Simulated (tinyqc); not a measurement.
Wafer bonding and layer transfer: bond energy, gap closing, particles, bonding of dissimilar wafers and hydrogen blisters: one step, computed by the program tinyqc. Command: `OMP_NUM_THREADS=1 python tinyqc.py 3027846 3027847 out.jsonl bond walk`. One thread of a shared host (Intel(R) Xeon(R) Processor @ 2.30GHz), about 0.01 s of CPU time with the checks.

gamma is the energy per area of each of the two surfaces; plates are isotropic, and both wafers have E1 and t1.

Question. Does a shallow gap close? E' = E1/(1 - nu^2), equal wafers of thickness t1 assumed. A gap of radius R closes if h_g < h_c: h_c = R^2/sqrt((2/3) E' t1^3/gamma) for R > 2 t1 (plate bending), h_c = 3.6 sqrt(R gamma/E') for R < 2 t1 (local deformation).

Inputs (values chosen for the exercise, for model wafers): Young's modulus E1 = 163 GPa; Poisson ratio nu = 0.28; thickness t1 = 775 micrometre; radius of a shallow gap R = 0.042 mm; half height of the gap h_g = 0.6 nm.

bond energy gamma = 1.701061 J/m^2

Give: closable height h_c; h_g/h_c.

Answer.

closable height h_c = 72.354 nm

h_g/h_c = 0.0082925

The gap closes.
